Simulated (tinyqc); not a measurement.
Two-band tight binding of a puckered layer: one step. One k point.

With X = kx ax/2 and Y = ky ay/2: h = t2 + 2 cos(Y) (t1 exp(iX) + t3 exp(-iX)) + t5 exp(2iX), d = 4 t4 cos(X) cos(Y), H = [[d, h], [h*, d]], E = d -/+ |h|.

Parameters, chosen for this exercise (near a published set for monolayer black phosphorus; shifted at random, so the results belong to these values and not to a real crystal):
```
symbol  value         unit        meaning
ax      4.59          angstrom    period along x (armchair)
ay      3.29          angstrom    period along y (zigzag)
t1      -1.216        eV          along the zigzag
t2      3.618         eV          across the pucker
t3      -0.191        eV          second in the sheet
t4      -0.106        eV          same sublattice
t5      -0.05         eV          far across
k       (0.31, 0.71)  1/angstrom  wave vector
```

Question. Form X, Y, h, d and the levels.

Give: X, Y; h; d; levels.

Answer.

X, Y (rad): [0.71145, 1.16795]

h = 2.7751-0.5742i eV
d = -0.1259 eV

levels (eV): [-2.9597, 2.7079]

Program tinyqc; command `OMP_NUM_THREADS=1 python tinyqc.py 1450378 1450379 out.jsonl`; about 0.01 s on one thread of a shared Intel(R) Xeon(R) Processor @ 2.30GHz.
